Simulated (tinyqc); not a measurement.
What each input does: propagation of a band-gap error through k.p and effective-mass formulas.

Chain, for a gap E (the reference Eg or another value), with Ep and Dso kept: 1/me = 1 + Ep (E + 2 Dso/3)/(E (E + Dso)); g* = 2 - 2 Ep Dso/(3 E (E + Dso)); g1(E) = g1 + (Ep/3)(1/E - 1/Eg), g2(E) = g2 + (Ep/6)(1/E - 1/Eg), light hole 1/(g1 + 2 g2), heavy hole 1/(g1 - 2 g2) along [100]; optical constant ei(E) = 1 + (ei - 1)(EP/(EP + E - Eg))^2, static e0(E) = ei(E) + e0 - ei.

Donor: R = Ry me/e0^2, a_B = a0 e0/me, Mott density (0.26/a_B)^3. Nc, Nv = 2 (m kT/(4 pi c))^(3/2), c = hbar^2/2m0, ni = sqrt(Nc Nv) exp(-E/2kT). Exciton: Ry mu/e0^2 with 1/mu = 1/me + g1(E). 1 angstrom^-3 = 1e24 cm^-3.

Constants: Ry = 13.60569312 eV; a0 (Bohr radius) = 0.5291772105 angstrom; kB = 8.617333262e-05 eV/K; hbar^2/2m0 = 3.80998211 eV angstrom^2.

Parameters, chosen for this exercise (reference values near those of GaAs, gap at low temperature; not measured data): Eg = 1.501 eV (gap at Gamma to the s-like level); Dso = 0.347 eV (spin-orbit splitting); Ep = 25.7 eV (Kane energy); g1 = 7.01 (Luttinger gamma1); g2 = 2.05 (gamma2); e0 = 12.73 (static dielectric constant); ei = 10.78 (optical dielectric constant); EP = 5.28 eV (mean (Penn) gap); mh = 0.37 m0 (density-of-states mass of the holes); T = 400 K (temperature); Eg2 = 0.555 eV (a wrong gap, of the size a semi-local functional can give).

All at E = Eg2.

Results for these values:

| case | me (m0) | light hole (m0) | e0 | donor (meV) | exciton (meV) | log10 ni |
|---|---|---|---|---|---|---|
| base | 0.0242 | 0.0327 | 17.47 | 1.078 | 0.768 | 14.554 |

What happens to each result for g1 = 7.571, all else kept?

Answer: me does not change at the printed digits; light hole falls from 0.0327 to 0.0321; e0 does not change at the printed digits; donor does not change at the printed digits; exciton falls from 0.768 to 0.760; log10 ni does not change at the printed digits.

The same for each parameter in turn:

| case | me (m0) | light hole (m0) | e0 | donor (meV) | exciton (meV) | log10 ni |
|---|---|---|---|---|---|---|
| base | 0.0242 | 0.0327 | 17.47 | 1.078 | 0.768 | 14.554 |
| Eg2 = 0.511 eV | 0.0225 | 0.0301 | 17.76 | 0.969 | 0.689 | 14.808 |
| Dso = 0.319 eV | 0.0240 | 0.0327 | 17.47 | 1.070 | 0.764 | 14.552 |
| Ep = 27.756 eV | 0.0224 | 0.0311 | 17.47 | 1.000 | 0.718 | 14.530 |
| g1 = 7.571 | 0.0242 | 0.0321 | 17.47 | 1.078 | 0.760 | 14.554 |
| EP = 5.702 eV | 0.0242 | 0.0327 | 17.01 | 1.137 | 0.809 | 14.554 |
| ei = 11.642 | 0.0242 | 0.0327 | 17.88 | 1.028 | 0.732 | 14.554 |
| mh = 0.34 m0 | 0.0242 | 0.0327 | 17.47 | 1.078 | 0.768 | 14.527 |
| T = 368 K | 0.0242 | 0.0327 | 17.47 | 1.078 | 0.768 | 14.196 |

(tinyqc, `OMP_NUM_THREADS=1 python tinyqc.py 1880503 1880504 out.jsonl`, Intel(R) Xeon(R) Processor @ 2.30GHz, 1 thread, shared host, about 0.01 s.)
